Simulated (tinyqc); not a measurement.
Longitudinal sound in a periodic multilayer: transfer matrices, stop bands and folded phonons: one step, computed by the program tinyqc.

Layers 1 and 2 repeat with period d = d_1 + d_2; waves travel normal to the layers, without loss. State vector (u, s): displacement u and stress divided by omega. Impedances Z = rho v are in 1e6 kg/(m^2 s).

Task: Impedances, mean velocity and Bragg frequency. Z = rho v; interface reflection r = (Z_2 - Z_1)/(Z_2 + Z_1) (stress amplitude, from 1 into 2); Bragg frequency f_B = 1/[2 (d_1/v_1 + d_2/v_2)]; long-wave velocity v_eff = d/sqrt[(d_1/v_1)^2 + (d_2/v_2)^2 + (Z_1/Z_2 + Z_2/Z_1)(d_1/v_1)(d_2/v_2)].

Inputs (values chosen for the exercise, modelled on copper (layer 1), tantalum (layer 2) and gallium arsenide (substrate)):

| quantity | value | unit |
|---|---|---|
| density rho_1 | 8.93 | g/cm^3 |
| velocity v_1 | 4840 | m/s |
| thickness d_1 | 4.8 | nm |
| density rho_2 | 16.8 | g/cm^3 |
| velocity v_2 | 4130 | m/s |
| thickness d_2 | 7.93 | nm |
| substrate density | 5.35 | g/cm^3 |
| substrate velocity | 4680 | m/s |

Give: Z_1; Z_2; Z of the substrate; interface reflection r; Bragg frequency f_B; long-wave velocity v_eff.

Result:

Z_1 = 43.2212

Z_2 = 69.384

Z of the substrate = 25.038

interface reflection r = 0.2323

Bragg frequency f_B = 171.7 GHz

long-wave velocity v_eff = 4264 m/s
